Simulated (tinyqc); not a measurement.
Longitudinal sound in a periodic multilayer: transfer matrices, stop bands and folded phonons: one step, computed by the program tinyqc.

Layers 1 and 2 repeat with period d = d_1 + d_2; waves travel normal to the layers, without loss. State vector (u, s): displacement u and stress divided by omega. Impedances Z = rho v are in 1e6 kg/(m^2 s).

Problem. Transmission through N periods. A layer maps (u, s) by [[cos p, sin p/Z], [-Z sin p, cos p]], p = 2 pi f d_i/v_i; one period is M = M_2 M_1, and cos(q d) = trace(M)/2. For N periods A = M^N. A wave comes from a thick layer of material 1 and leaves into the substrate (Z_s): transmitted power T = 4 Z_1 Z_s/|Z_1 A_22 + Z_s A_11 - i (Z_1 Z_s A_12 - A_21)|^2, reflected power R = 1 - T.

Inputs (values chosen for the exercise, modelled on copper (layer 1), tantalum (layer 2) and gallium arsenide (substrate)):
```
quantity,value,unit
velocity v_1,4690,m/s
thickness d_1,23.9,nm
velocity v_2,4180,m/s
thickness d_2,21.7,nm
periods N,8,-
frequency f,53,GHz
```

M:
```
,1,2
1,-0.5752280,-0.005461813
2,15.29387,-1.593225
```

Z_2 = 69.806

Z_1 = 42.3976

Z of the substrate = 24.4125

Give: A = M^N; transmitted power T; T in decibel.

Solution.

A = M^N:
```
,1,2
1,-2.758,0.1697
2,-475.1,28.87
```

transmitted power T = 0.002351

T in decibel = -26.29 dB
